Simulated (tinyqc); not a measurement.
Frequency dispersion of an accumulation capacitance by border traps, distributed model: one step of the calculation.

Traps spread evenly through the insulator exchange electrons with the semiconductor by tunnelling, with tau(x) = t0 exp(2 ka x) at depth x from the interface. The admittance per area Y seen at depth x obeys dY/dx = -Y^2/(i w eps0 eox) + q Nb ln(1 + i w tau)/tau, with Y(0) = i w Cs and w = 2 pi f; the gate sees Y(tox) = G + i w C. Working variable y = Y/(i w), in uF/cm^2. Cox = eps0 eox/tox.

Task. Midpoint steps through the active depth. In terms of y: dy/dx = -y^2/(eps0 eox) + s(x), s = q Nb ln(1 + z)/z, z = i w tau. 10 midpoint steps of h = xe/10: y_half = y + (h/2) y'(x, y), y(new) = y + h y'(x + h/2, y_half).

Inputs (values chosen for the exercise); permittivity close to that of silicon dioxide: relative permittivity of the insulator eox = 3.85; semiconductor capacitance in accumulation Cs = 0.53 uF/cm^2; density of border traps Nb = 5.7e19 cm^-3 eV^-1; decay constant of the wave function in the insulator ka = 3.7 1/nm; time constant of a trap at the interface t0 = 2e-10 s; frequency f = 1e6 Hz; depth down to which the steps are taken xe = 1.6 nm.

Constants: q = 1.602176634e-19 C, eps0 = 8.8541878128e-14 F/cm where lengths are in cm. Results are converted to the units shown.

Wanted: x; s; y.

Result.

```
point,x (nm),s (uF/(cm^2 nm)),y (uF/cm^2)
0,0,0.91324-0.00057i,0.5300+0.0000i
1,0.16000,0.91324-0.00187i,0.6594-0.0002i
2,0.32000,0.91319-0.00613i,0.7810-0.0007i
3,0.48000,0.91266-0.02000i,0.8940-0.0024i
4,0.64000,0.90707-0.06474i,0.9976-0.0078i
5,0.80000,0.85416-0.19323i,1.0892-0.0249i
6,0.96000,0.59224-0.35996i,1.1506-0.0673i
7,1.1200,0.25101-0.29763i,1.1518-0.1142i
8,1.2800,0.08445-0.15633i,1.1151-0.1358i
9,1.4400,0.02657-0.06809i,1.0676-0.1381i
10,1.6000,0.00820-0.02704i,1.0197-0.1316i
```

Computed by the program tinyqc: `OMP_NUM_THREADS=1 python tinyqc.py 2202134 2202135 out.jsonl`, one thread of a shared Intel Xeon 2.30GHz, about 0.3 s for the whole run.
